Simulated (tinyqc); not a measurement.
# A chain with a side-coupled site and dephasing by Buettiker voltage probes: two studies

Sites 1 to 4 form a chain with hopping -t, and site 5 hangs on site 1 by -ts. Lead L joins site 1 and lead R site 4, both semi-infinite chains with hopping -t and site energy 0. Every site carries a probe with self-energy -i Gamma_p/2 that draws no net current. Linear response at zero temperature: mu_L = 1, mu_R = 0 in units of the bias.

Inputs (values chosen for the exercise):
- t = 1 eV (hopping (matrix element -t))
- U = [0, 0, 0, 0, -0.85] eV (site energies 1 to N)
- E = -0.85 eV (Fermi energy)
- gp = 0.19 eV (probe broadening Gamma_p)
- ts = 0.94 eV (hopping from site 1 to the side site 5)

Constants: q = 1.602176634e-19 C, h = 6.62607015e-34 J s. Results are converted to the units shown.

Each table varies one quantity; the others keep the values above.

## Effect of the dephasing strength

Sigma = t^2 g(E), g(x) = (x - i sqrt(4 t^2 - x^2))/(2 t^2) for |x| < 2 t and (x - sign(x) sqrt(x^2 - 4 t^2))/(2 t^2) otherwise; Gamma = -2 Im Sigma; G = (E - H - Sigma_L - Sigma_R + i Gamma_p/2)^(-1). With Gamma the broadening by one lead, T_RL = Gamma^2 |G_(4,1)|^2, T_pL = Gamma Gamma_p |G_(p,1)|^2, T_pR = Gamma Gamma_p |G_(p,4)|^2, T_pq = Gamma_p^2 |G_(p,q)|^2 for p != q. No current into probe p: W mu = T_pL with W_pp = T_pL + T_pR + sum_q T_pq and W_pq = -T_pq. Then T_eff = T_RL + sum_p T_pR mu_p, and the resistance is (h/2q^2)/T_eff. Without probes means Gamma_p = 0.

Effect of the dephasing strength:

| gp (eV) | T_RL | through probes | T_eff | resistance (kohm) |
|---|---|---|---|---|
| 0.011 | 1.220e-4 | 0.01102 | 0.01114 | 1158 |
| 0.021 | 4.284e-4 | 0.02061 | 0.02104 | 613.3 |
| 0.039 | 0.001383 | 0.03693 | 0.03831 | 336.9 |
| 0.075 | 0.004481 | 0.06624 | 0.07072 | 182.5 |
| 0.14 | 0.01231 | 0.1099 | 0.1223 | 105.6 |
| 0.27 | 0.02865 | 0.1726 | 0.2013 | 64.13 |
| 0.51 | 0.04446 | 0.2383 | 0.2828 | 45.64 |
| 0.98 | 0.03686 | 0.2773 | 0.3142 | 41.08 |
| 1.9 | 0.01156 | 0.2398 | 0.2513 | 51.35 |
| 3.5 | 0.001332 | 0.1521 | 0.1535 | 84.10 |

Without probes the transmission is 0. T_eff goes from 0.0111 through a maximum of 0.314 (at gp = 0.98 eV among the rows listed) to 0.153; the direct part goes from 1.22e-4 through a maximum of 0.0445 (at gp = 0.51 eV among the rows listed) to 0.00133 and the part through probes goes from 0.0110 through a maximum of 0.277 (at gp = 0.98 eV among the rows listed) to 0.152. Weak dephasing raises T_eff here, and the direct part too: it spoils the destructive interference with the side site.

## Coherent and dephased transmission against energy

Same model as above.

Coherent and dephased transmission against energy:

| E (eV) | T without probes | T_eff |
|---|---|---|
| -1.8 | 0.46766 | 0.41655 |
| -1.5 | 0.48639 | 0.42051 |
| -1.2 | 0.28656 | 0.31252 |
| -0.9 | 0.010111 | 0.16011 |
| -0.6 | 0.22564 | 0.28605 |
| -0.3 | 0.60237 | 0.51629 |
| 0 | 0.78731 | 0.66325 |
| 0.3 | 0.86882 | 0.73560 |
| 0.6 | 0.90743 | 0.76321 |
| 0.9 | 0.92600 | 0.76706 |
| 1.2 | 0.93234 | 0.75253 |
| 1.5 | 0.92525 | 0.72113 |
| 1.8 | 0.87238 | 0.65611 |

What does the comparison show?

Without probes T lies between 0.0101 and 0.932 in these rows, with them between 0.160 and 0.767. The probes lower it in 10 rows and raise it in 3; the largest relative gain is at E = -0.9 eV, where the coherent value is 0.0101.

Computed by the program tinyqc: `OMP_NUM_THREADS=1 python tinyqc.py 2700023 2700024 out.jsonl`, one thread of a shared Intel Xeon 2.30GHz, about 0.01 s for the whole run.
